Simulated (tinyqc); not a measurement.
Channel length: inversion-layer mobility, back-scattering and ballistic limit of a field-effect transistor. Computed by tinyqc, a small Python program. Command: `OMP_NUM_THREADS=1 python tinyqc.py 3017742 3017743 out.jsonl mos walk`. One thread of a shared host (Intel(R) Xeon(R) Processor @ 2.30GHz), about 0.01 s of CPU time with the checks.

The charge at the top of the source barrier is fixed by the gate; series resistance and short-channel effects are left out. F_j are Fermi integrals normalised to exp(eta) in the classical limit.

Inputs (values chosen for the exercise, modelled on a germanium p-channel): transport mass m = 0.2 m_0; valley degeneracy g_v = 1; weight w of the inversion charge = 0.333; permittivity eps = 16; phonon mobility at 1 MV/cm and 300 K, mu_ph = 270 cm^2/(V s); roughness mobility at 1 MV/cm, mu_sr = 300 cm^2/(V s); Coulomb mobility at N_inv = 1e12/cm^2, mu_C = 420 cm^2/(V s); electrical oxide thickness t_inv = 5.9 nm; depletion charge N_dep = 1.5e+11 1/cm^2; gate overdrive V_G - V_T = 0.61 V; drain voltage V_D = 0.05 V; exponent a of the critical length = 0.63; temperature T = 400 K.

Statistics at the top of the barrier: Fermi-Dirac.

Constants: eps_0 = 8.8541878128e-12 F/m; e = 1.602176634e-19 C; m_0 = 9.1093837015e-31 kg; k_B = 1.380649e-23 J/K; hbar = 1.054571817e-34 J s; k_B = 8.617333262e-05 eV/K.

Method:
- N_inv = 3.9 eps_0 (V_G - V_T)/(e t_inv); effective field E_eff = e (N_dep + w N_inv)/(eps eps_0).
- mu_phonon = mu_ph (E_eff/1 MV/cm)^(-0.3) (T/300 K)^(-1.75); mu_rough = mu_sr (E_eff/1 MV/cm)^(-2); mu_Coulomb = mu_C (N_inv/1e12 cm^-2) (T/300 K); Matthiessen's rule adds 1/mu.
- F_j(eta) = (1/Gamma(j + 1)) int_0^infinity x^j/(1 + exp(x - eta)) dx, F_0 = ln(1 + exp(eta)). Integrals over x = E/(k_B T) use 160 Gauss-Legendre points in u = sqrt(x) from 0 to sqrt(max(eta, 0) + 32).
- Ballistic channel: N_2D = g_v m k_B T/(pi hbar^2), U = e V_D/(k_B T); eta_F solves N_inv = (N_2D/2)[F_0(eta_F) + F_0(eta_F - U)]; v_T = sqrt(2 k_B T/(pi m)); I/W = e (N_2D/2) v_T [F_1/2(eta_F) - F_1/2(eta_F - U)]; injection velocity v_T F_1/2(eta_F)/F_0(eta_F).
- Mean free path lambda = (2 k_B T/e)(mu/v_T) F_0(eta_0)/F_-1/2(eta_0), with eta_0 from N_inv = N_2D F_0(eta_0); critical length l = L (1 + U)^(-a), an empirical rule; back-scattering r = l/(l + lambda). Then eta solves N_inv = (N_2D/2)[(1 + r) F_0(eta) + (1 - r) F_0(eta - U)] and I/W = e (N_2D/2) v_T (1 - r)[F_1/2(eta) - F_1/2(eta - U)].
- The last column is the long-channel law e N_inv mu V/L with V = V_D - V_D^2/(2 V_ov) below pinch-off and V_ov/2 above, V_ov = V_G - V_T.

inversion density N_inv = 2.22834e+12 1/cm^2

effective mobility mu = 255.466 cm^2/(V s)

ballistic current I/W = 291.562 microampere/micrometre

Currents (microampere/micrometre):
```
L (nm)        r     I/W  ballistic ratio  long-channel law
5       0.16163  228.02          0.78206            874.68
10      0.27828  186.91          0.64108            437.34
20      0.43539  137.14          0.47036            218.67
40      0.60665   89.31          0.30632            109.34
80      0.75518   52.55          0.18022             54.67
160     0.86051   28.80          0.09878             27.33
400     0.93911   12.22          0.04192             10.93
1000    0.97472    5.01          0.01719              4.37
```

What follows from these numbers?

The current scales as L^-0.97 at the long end and as L^-0.29 at the short end, where it reaches 78 % of the ballistic 292. The long-channel law passes the ballistic limit between 10.0 and 20.0 nm and has no meaning below. At 1000 nm the model gives 1.15 times the long-channel law. Raising mu by 10 % at 20 nm raises I by 5.1 %.

Extremes, crossings and ranges named in words are read from the listed rows.
